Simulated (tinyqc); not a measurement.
Temperature and segregation coefficient: dopant redistribution at a moving silicon-oxide interface during parabolic oxidation. Computed by tinyqc, a small Python program. Command: `OMP_NUM_THREADS=1 python tinyqc.py 3024016 3024017 out.jsonl segox walk`. One thread of a shared host (Intel(R) Xeon(R) Processor @ 2.30GHz), about 0.01 s of CPU time with the checks.

Uniformly doped silicon is oxidised with x_ox = sqrt(B t); the interface advances into the silicon by alpha x_ox, alpha = 0.44. The dopant does not move in the oxide, and at the interface C(silicon) = m C(oxide).

Inputs (values chosen for the exercise, modelled on antimony in silicon under steam):
```
quantity                                         value    unit
dopant prefactor D0                               4.23  cm^2/s
dopant activation energy E                        3.86      eV
oxidation prefactor B0                             424  um^2/h
oxidation activation energy E_B                  0.774      eV
segregation coefficient m = C(silicon)/C(oxide)     13       -
```

Constants: k_B = 8.617333262e-05 eV/K.

Method:
- D = D0 exp(-E/(k_B T)), converted with 1 cm^2/s = 3.6e11 um^2/h; B = B0 exp(-E_B/(k_B T)); s = alpha sqrt(B/(4 D)), the interface advance over 2 sqrt(D t).
- Temperatures in kelvin are T(C) + 273.15.
- With the dopant diffusivity D and s = alpha x_ox/(2 sqrt(D t)), in the silicon C = C_B + (C_s - C_B) erfc(y/(2 sqrt(D t)))/erfc(s), y from the original surface. Dopant balance at the interface gives C_s/C_B = 1/[1 + (1/(m alpha) - 1) g], g = sqrt(pi) s exp(s^2) erfc(s).

C_s/C_B:
```
T (C)       s  this m  m = 0.2  m = 1/alpha  m = 10
850    30.797  5.7058  0.08804            1  4.3921
900    15.610  5.6655  0.08816            1  4.3697
950     8.365  5.5371  0.08857            1  4.2977
1000    4.707  5.2000  0.08973            1  4.1043
1050    2.767  4.5332  0.09269            1  3.7019
1100    1.690  3.6277  0.09904            1  3.1085
1150    1.069  2.7791  0.11062            1  2.4967
1200    0.697  2.1623  0.12902            1  2.0135
```

What follows from these numbers?

s falls from 30.8 to 0.697 as T rises, because diffusion has the larger activation energy (3.86 against 0.774 eV); the ratio for this m moves from 5.706 to 2.162, towards 1. At m = 1/alpha the oxide takes exactly what the silicon held, and nothing moves. The ratio does not depend on time, since both lengths grow as sqrt(t).
